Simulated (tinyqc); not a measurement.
Hydrogen passivation and dissociation of interface defects with a spread of activation energies: one step, computed by the program tinyqc.

Active defects P react as P + H2 -> HP + H and HP -> P + H; released atomic hydrogen is removed. All defects start active. Activation energies are normally distributed, independently for the two reactions.

Task: Sites at the mean energies. a = k_f0 [H2] exp(-E_f/k_B T), b = k_d0 exp(-E_d/k_B T); the active share of one kind of site is b/(a + b) + (a/(a + b)) exp(-(a + b) t).

Inputs (values chosen for the exercise, for a model interface):

| quantity | value | unit |
|---|---|---|
| mean passivation energy E_f | 1.64 | eV |
| prefactor k_f0 | 2.7e-08 | cm^3/s |
| mean dissociation energy E_d | 2.88 | eV |
| prefactor k_d0 | 8.7e+12 | 1/s |
| dissolved hydrogen [H2] | 1.3e+18 | cm^-3 |
| anneal temperature T | 560 | K |
| anneal time t | 390 | s |

Ambient: hydrogen.

Constants: k_B = 8.617333262e-05 eV/K.

Give: passivation rate a; dissociation rate b; active share, single energy; steady active share, single energy.

Result:

passivation rate a = 6.109e-05 1/s

dissociation rate b = 1.049e-13 1/s

active share, single energy = 0.9765

steady active share, single energy = 1.717e-09
